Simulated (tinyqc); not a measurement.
From results back to parameters: hole subbands of a hard-walled well, four-band Luttinger model. Three cases, with inputs chosen for the exercise.

Problem. At k = 0 in a hard-walled well HHn = c (g1 - 2 g2)(n pi/L)^2 - Z0 and LHn = c (g1 + 2 g2)(n pi/L)^2 + Z0, c = hbar^2/2m0. Two spacings were computed from hidden g1 and g2.

Constants: hbar^2/2m0 = 3.80998211 eV angstrom^2.

Case 1.

Values chosen (out of a larger set: near those of AlAs; not measured data): L = 75 angstrom (well width along [001]); Z0 = -0.0442 eV (shear strain energy).

HH2 - HH1 = 42.516 meV
LH1 - HH1 = -66.206 meV

Case 2.

Values chosen (out of a larger set: near those of GaSb; not measured data): L = 115 angstrom (well width along [001]); Z0 = 0 eV (shear strain energy).

HH2 - HH1 = 34.973 meV
LH1 - HH1 = 53.341 meV

Case 3.

Values chosen (out of a larger set: near those of Ge; not measured data): L = 140 angstrom (well width along [001]); Z0 = -0.0529 eV (shear strain energy).

HH2 - HH1 = 28.202 meV
LH1 - HH1 = -73.339 meV

Find: u = c (pi/L)^2; g2; g1.
Solution. HH2 - HH1 = 3u (g1 - 2 g2) and LH1 - HH1 = 4 u g2 + 2 Z0.

Case 1.

u = c (pi/L)^2 = 6.685 meV
g2 = 0.83
g1 = 3.78

Case 2.

u = c (pi/L)^2 = 2.843 meV
g2 = 4.69
g1 = 13.48

Case 3.

u = c (pi/L)^2 = 1.919 meV
g2 = 4.23
g1 = 13.36

Computed by tinyqc, one run a case: `OMP_NUM_THREADS=1 python tinyqc.py N N+1 out.jsonl` with N = 1281007, 1281009, 1281019; one thread of a shared Intel(R) Xeon(R) Processor @ 2.30GHz, about 0.1 s a run at most.
